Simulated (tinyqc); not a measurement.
# From separation, layer less substrate back to Ge fraction x

Model: composition and strain of an epitaxial Si(1-x)Ge(x) layer from Raman and X-ray peaks. Computed by tinyqc, a small Python program. Command: `OMP_NUM_THREADS=1 python tinyqc.py 3021927 3021928 out.jsonl epiraman inv`. One thread of a shared host (Intel(R) Xeon(R) Processor @ 2.30GHz), about 0.02 s of CPU time with the checks.

A (001) layer, biaxially strained in the plane. The Raman peaks follow empirical lines omega = w0 + c1 x + c3 x^3 + b eps (c3 for Si-Ge alone), with eps the in-plane strain.

Inputs (values chosen for the exercise, modelled on silicon-germanium): degree of relaxation R = 0.78; lattice constant of Si = 5.431 angstrom; lattice constant of Ge = 5.658 angstrom; bowing B = 0.025 angstrom; 2 C12/C11 of Si = 0.772; 2 C12/C11 of Ge = 0.745; X-ray wavelength = 1.540598 angstrom.

Substrate: silicon.

Method:
- Relaxed lattice constant a(x) = a_Si + (a_Ge - a_Si) x - B x (1 - x).
- In-plane constant a_par = a_sub + R (a(x) - a_sub); eps = a_par/a(x) - 1; eps_perp = -(2 C12/C11) eps with 2 C12/C11 linear in x; a_perp = a(x) (1 + eps_perp).
- Bragg angle theta = arcsin(2 lambda/a) for (004), for the substrate with a_sub and the layer with a_perp; separation in arc seconds.

Problem. A run gave the result below. Find the Ge fraction x, known to lie between 0.42 and 0.73.

separation, layer less substrate = -4020.377 arcsec

Solution.

Each step takes the trial c = (a f_b - b f_a)/(f_b - f_a), f being the result less the target and a, b, c the logarithms of the listed values; c replaces end b, the old b replaces a if the sign of f changed, and otherwise f_a is halved.

Scan of the range:
```
Ge fraction x  separation, layer less substrate (arcsec)
0.420                                           -2662.98
0.461                                           -2929.48
0.505                                           -3216.66
0.554                                           -3537.87
0.607                                           -3886.91
0.666                                           -4277.38
0.730                                           -4703.14
```

False position (Illinois rule, in the logarithm of the input) inside the bracket:
```
step     end a     end b     trial  separation, layer less substrate (arcsec)
1     0.607000  0.666000  0.626554                                   -4016.10
2     0.666000  0.626554  0.627180                                   -4020.24
3     0.666000  0.627180  0.627219                                   -4020.50
4     0.627180  0.627219  0.627200                                   -4020.38
```

separation, layer less substrate falls at every point of a 13-point scan of the range (every second point is shown), so one value fits; it is bracketed by 0.607 and 0.666. Answer: Ge fraction x = 0.6272.
